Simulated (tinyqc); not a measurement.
# Conduction-band offset of an n-N heterojunction from carrier-profile moments, step by step

Computed by the program tinyqc: `OMP_NUM_THREADS=1 python tinyqc.py 2410047 2410048 out.jsonl`, one thread of a shared Intel Xeon 2.30GHz, about 0.08 s for the whole run. Printed values are rounded.

Layer 1 (x < 0) accumulates electrons and layer 2 (x > 0) is depleted. Boltzmann statistics. The bands bend down by V1 in layer 1 and up by V2 in layer 2, with V1 + V2 = VD = dE + Vt ln[(N2/Nc2)/(N1/Nc1)].

Inputs (values chosen for the exercise); values of the order of III-V alloys: temperature T = 200 K; relative permittivity of both layers eps_r = 12.5; density of states of the narrow-gap layer 1 Nc1 = 3e17 cm^-3; density of states of the wide-gap layer 2 Nc2 = 1.4e18 cm^-3; conduction-band offset dE = 0.21 eV; donor density in layer 1 N1 = 5.1e15 cm^-3; donor density in layer 2 N2 = 3.6e16 cm^-3; fixed charge at the interface si = 0 cm^-2.

Constants: q = 1.602176634e-19 C, kB = 1.380649e-23 J/K, Vt = kB T/q, eps0 = 8.8541878128e-14 F/cm where lengths are in cm. Results are converted to the units shown.

Range of the model: The accumulated density at the interface nears Nc1, where degeneracy and quantisation set in.

## Division of the diffusion potential

Sheet densities from the first integral: Q1 = sqrt((2 eps0 eps_r Vt N1/q)(exp(u1) - u1 - 1)) extra electrons, Q2 = sqrt((2 eps0 eps_r Vt N2/q)(exp(-u2) + u2 - 1)) missing ones, u = V/Vt; neutrality Q1 = Q2 + si. Q1 - Q2 rises steadily with V1, so V1 follows by bisection.

VD = 0.217132 V
V1 = 0.0700535 V
V2 = 0.147079 V
Q1 = 2.54131e11 cm^-2
n at x = 0- = 2.97057e17 cm^-3
n at x = 0+ = 7.08076e12 cm^-3

n drops across the interface by 42000 = (Nc1/Nc2) exp(dE/Vt).

## Electron profile

```
left point,-x (nm)
0,0
1,1.12
2,6.77
3,19.4
4,41.1
5,73.4
6,118
7,176
8,249
9,338
```

```
right point,x (nm)
0,0
1,11.4
2,28
3,47.4
4,69
5,92.2
6,117
7,143
8,170
9,198
```

Integrate the field q Q(V)/(eps0 eps_r) away from the interface on each side; n = N exp(+/- V/Vt).

```
left point,n in layer 1 (cm^-3)
0,2.97057e17
1,2.37245e17
2,1.02721e17
3,3.60317e16
4,1.50308e16
5,8.43592e15
6,6.16574e15
7,5.39306e15
8,5.16282e15
9,5.10989e15
```

```
right point,n in layer 2 (cm^-3)
0,7.08076e12
1,6.63125e13
2,8.55506e14
3,6.14162e15
4,1.88147e16
5,2.96104e16
6,3.42039e16
7,3.55588e16
8,3.58994e16
9,3.59784e16
```

## Offset from the moments

A C-V profile smears n(x) but keeps its zeroth and first moments: si = -int (N - n) dx, VD = (q/(eps0 eps_r)) int (N - n) x dx, dE = VD - Vt ln[(N2/Nc2)/(N1/Nc1)]. Use the trapezoidal rule on each side.

si = 2.96689e10 cm^-2
VD = 0.216566 V
dE = 0.209434 eV

On these few points dE comes out -0.57 meV from the true 0.21 eV, and si misses by 3.0e10 cm^-2, 12 % of Q1.
